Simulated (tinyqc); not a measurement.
Comparisons within one model: propagation of a band-gap error through k.p and effective-mass formulas. A value that a table varies takes the place of the one given here.

Chain, for a gap E (the reference Eg or another value), with Ep and Dso kept: 1/me = 1 + Ep (E + 2 Dso/3)/(E (E + Dso)); g* = 2 - 2 Ep Dso/(3 E (E + Dso)); g1(E) = g1 + (Ep/3)(1/E - 1/Eg), g2(E) = g2 + (Ep/6)(1/E - 1/Eg), light hole 1/(g1 + 2 g2), heavy hole 1/(g1 - 2 g2) along [100]; optical constant ei(E) = 1 + (ei - 1)(EP/(EP + E - Eg))^2, static e0(E) = ei(E) + e0 - ei.

Donor: R = Ry me/e0^2, a_B = a0 e0/me, Mott density (0.26/a_B)^3. Nc, Nv = 2 (m kT/(4 pi c))^(3/2), c = hbar^2/2m0, ni = sqrt(Nc Nv) exp(-E/2kT). Exciton: Ry mu/e0^2 with 1/mu = 1/me + g1(E). 1 angstrom^-3 = 1e24 cm^-3.

Constants: Ry = 13.60569312 eV; a0 (Bohr radius) = 0.5291772105 angstrom; kB = 8.617333262e-05 eV/K; hbar^2/2m0 = 3.80998211 eV angstrom^2.

Inputs chosen for the exercise (reference values near those of GaAs, gap at low temperature; not measured data): Eg = 1.506 eV (gap at Gamma to the s-like level); Dso = 0.347 eV (spin-orbit splitting); Ep = 26.2 eV (Kane energy); g1 = 6.96 (Luttinger gamma1); g2 = 2.06 (gamma2); e0 = 12.76 (static dielectric constant); ei = 10.78 (optical dielectric constant); EP = 5.3 eV (mean (Penn) gap); mh = 0.58 m0 (density-of-states mass of the holes); T = 400 K (temperature); Eg2 = 0.497 eV (a wrong gap, of the size a semi-local functional can give).

## The size of the error

E = f Eg; ratios against f = 1.

Results:
```
f     E (eV)  me ratio  light-hole ratio  e0 ratio  donor ratio  Mott ratio       g*  log10 ni ratio
0.25   0.377     0.291             0.242     1.471        0.134     0.00775  -20.250            6.71
0.40   0.602     0.442             0.389     1.347        0.243      0.0352   -8.598            5.43
0.60   0.904     0.634             0.589     1.209        0.433       0.144   -3.363            3.65
0.80   1.205     0.819             0.793     1.095        0.683       0.419   -1.242            1.83
1.00   1.506     1.000             1.000     1.000        1.000        1.00   -0.172            0.00
1.20   1.807     1.176             1.211     0.920        1.390        2.09    0.443           -1.84
1.50   2.259     1.433             1.536     0.821        2.125        5.31    0.970           -4.63
2.00   3.012     1.842             2.098     0.698        3.777        18.3    1.401           -9.29
```

What can be read from the table?

Between f = 0.8 and 1.2 the mean powers d ln(ratio)/d ln f are 0.89 for me, 1.05 for the light hole, -0.43 for e0, 1.75 for the donor energy and 3.96 for the Mott density; ni moves by -0.61 decades per 0.1 eV, against -0.1 eV/(2 kT ln 10) = -0.63 from the exponential alone, the rest coming from Nc through me^(3/4). g* changes sign between f = 1.00 and 1.20; the place of this zero hangs on remote bands, which are left out.

## What each input does

All at E = Eg2. Each row changes one parameter from the base and keeps the others.

Results:
```
case            me (m0)  light hole (m0)     e0  donor (meV)  exciton (meV)  log10 ni
base             0.0215           0.0289  17.90        0.913          0.651    15.028
Eg2 = 0.457 eV   0.0200           0.0265  18.18        0.822          0.585    15.256
Dso = 0.375 eV   0.0217           0.0289  17.90        0.920          0.654    15.030
Ep = 28.296 eV   0.0199           0.0274  17.90        0.847          0.608    15.004
g1 = 7.517       0.0215           0.0284  17.90        0.913          0.646    15.028
EP = 4.876 eV    0.0215           0.0289  18.53        0.852          0.608    15.028
ei = 11.642      0.0215           0.0289  18.35        0.869          0.619    15.028
mh = 0.534 m0    0.0215           0.0289  17.90        0.913          0.651    15.001
T = 432 K        0.0215           0.0289  17.90        0.913          0.651    15.310
```

What can be read from the table?

The largest shifts from the base row, up to three for each result and ties (the steps differ in size, so this ranks the rows, not the parameters). me (m0): Ep -0.0016, Eg2 -0.0015, Dso +0.0002; unchanged at the printed digits by g1, EP, ei, mh and T. light hole (m0): Eg2 -0.0024, Ep -0.0015, g1 -0.0005; unchanged at the printed digits by Dso, EP, ei, mh and T. e0: EP +0.63, ei +0.45, Eg2 +0.28; unchanged at the printed digits by Dso, Ep, g1, mh and T. donor (meV): Eg2 -0.092, Ep -0.066, EP -0.061; unchanged at the printed digits by g1, mh and T. exciton (meV): Eg2 -0.066, EP -0.043, Ep -0.043; unchanged at the printed digits by mh and T. log10 ni: T +0.282, Eg2 +0.228, mh -0.027; unchanged at the printed digits by g1, EP and ei.

(tinyqc, `OMP_NUM_THREADS=1 python tinyqc.py 1850569 1850570 out.jsonl`, Intel(R) Xeon(R) Processor @ 2.30GHz, 1 thread, shared host, about 0.01 s.)
